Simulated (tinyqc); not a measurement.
Valley splitting plane by plane: thin (001) film in sp3s* tight binding with raised dangling bonds.

Planes alternate anion (a), cation (c) along [001], a/4 apart, starting with an anion; zero in-plane momentum; levels counted from the bulk Ev, the lower root of [[Epa, Vxx], [Vxx, Epc]]; no spin-orbit coupling. Block of s, pz, s*: from an anion to the cation above, Vss/2 (s,s), Vsapc/2 (s,z), -Vscpa/2 (z,s), Vxx/2 (z,z), Vxapc/2 (s*,z), -Vpaxc/2 (z,s*); to the cation below the same with the s-z and s*-z signs reversed. Block of u = (px + py)/sqrt2 and v = (px - py)/sqrt2: to the cation above (Vxx + Vxy)/2 for u and (Vxx - Vxy)/2 for v, to the cation below the reverse. Each surface atom has two dangling sp3 hybrids; raising both by dl adds (dl/2) [[1, t], [t, 1]] to its s, pz levels (t = -1 at the bottom face, +1 at the top) and dl to the one of u, v in whose plane the missing bonds lie (v for a bottom anion or a top cation, u for a top anion).

Inputs chosen for the exercise (out of a larger set: near a published set for Ge, fitted to gaps, whose masses and valley positions are rough; the L valleys, lowest in Ge, lie off zero in-plane momentum and are not seen; not measured data):
- p = (-5.895, 1.606, -5.895, 1.606, 6.356, 6.356, -6.812, 1.592, 4.93, 5.403, 5.403, 5.269, 5.269) eV (order Esa, Epa, Esc, Epc, Exa, Exc, Vss, Vxx, Vxy, Vsapc, Vscpa, Vxapc, Vpaxc)
- dp = 30 eV (value of dl for the passivated films)
- N0 = 26 (first number of planes)

edges (eV): Gamma 0.90300, Delta 0.68215

kz of the minimum = 0.81128 2 pi/a

Ten passivated films from N0 planes on; the phase is N pi k0/2 modulo pi, k0 the position of the bulk minimum.

Lowest doublet:

| N | phase/pi | mean shift (meV) | splitting (meV) |
|---|---|---|---|
| 26 | 0.547 | 29.00 | 0.374 |
| 27 | 0.952 | 26.95 | 1.692 |
| 28 | 0.358 | 25.15 | 0.722 |
| 29 | 0.764 | 23.52 | 1.104 |
| 30 | 0.169 | 22.00 | 1.090 |
| 31 | 0.575 | 20.65 | 0.253 |
| 32 | 0.981 | 19.44 | 1.105 |
| 33 | 0.386 | 18.29 | 0.328 |
| 34 | 0.792 | 17.26 | 0.705 |
| 35 | 0.197 | 16.33 | 0.695 |

How do the results move, and what explains it?

The splitting ranges from 0.25 meV (N = 31) to 1.69 meV (N = 27), while the mean shift goes from 29 to 16 meV and falls steadily. The splitting changes direction 7 times in these ten films, and one plane more changes it by up to 1.32 meV: it hangs on the phase between the two faces, which is why atomic steps matter.

Run: tinyqc, `OMP_NUM_THREADS=1 python tinyqc.py 1481829 1481830 out.jsonl`; Intel(R) Xeon(R) Processor @ 2.30GHz, one thread, shared host; about 0.4 s of CPU time with all checks.
